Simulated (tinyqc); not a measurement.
Convergence with cell size: Koster-Slater impurity in a tight-binding band, by Green functions and by supercells. Computed by tinyqc, a small Python program. Command: `OMP_NUM_THREADS=1 python tinyqc.py 3016092 3016093 out.jsonl kosterslater walk`. One thread of a shared host (Intel(R) Xeon(R) Processor @ 2.30GHz), about 0.07 s of CPU time with the checks.

One orbital per site, e(k) = -2 t sum cos(k_i) over 3 direction(s), band from -6 t to 6 t, lattice constant 1. One site has the extra energy U. Spin is left out.

Inputs (values chosen for the exercise, for a model band): hopping t = 0.39 eV; impurity potential U = 1.98 eV.

Lattice: simple cubic.

Method:
- Outside the band G0(E) = (1/pi) int_0^pi dk (2/(pi z)) K(16 t^2/z^2), z = E + 2 t cos k, K the complete elliptic integral with parameter m; 200 Gauss-Legendre points.
- A bound state solves 1/U = G0(E).
- Bisection in ln(distance from the edge) between 1e-5 t and |U| + t. Weight on the impurity site: -1/(U^2 dG0/dE), by a central difference with step min(1e-4 t, distance/30). Decay length along an axis: 1/arccosh(1 + distance/(2 t)).
- In a periodic cell of N sites along each direction with Bloch vector K, the level solves 1/U = N^-d sum_k 1/(E - e(k)), k_i = (2 pi m_i + K_i)/N, m_i = 0..N-1; the outermost root on the side of U is taken (bisection). d is the number of directions. Gamma means K_i = 0, the zone corner K_i = pi, the quarter point K_i = pi/2.
- Even N; errors against the isolated level E_b, set to 0 below 1e-6 t.

level E_b = 2.51485 eV

decay length = 1.52052 sites

Error of the level (eV):
```
N   sites       Gamma       corner  quarter point
2       8  4.2815e-01  -5.3485e-01    -5.0331e-02
4      64  6.2937e-02  -5.0331e-02    -1.7989e-03
6     216  1.1677e-02  -8.6645e-03    -9.1484e-05
8     512  2.2556e-03  -1.7989e-03    -5.0578e-06
10   1000  4.6173e-04  -3.9942e-04              0
12   1728  9.9810e-05  -9.1484e-05              0
```

What follows from these numbers?

The error at Gamma falls exponentially, between the last two resolved rows by exp(-0.766) per site against 1/(decay length) = 0.658; the rest is the power-law prefactor of the Green function. Gamma and the corner err in opposite directions. Among the sizes listed an error below 1 meV is first reached at N = 10 at Gamma; at the quarter point N = 6 is enough.

Extremes, crossings and ranges named in words are read from the listed rows.
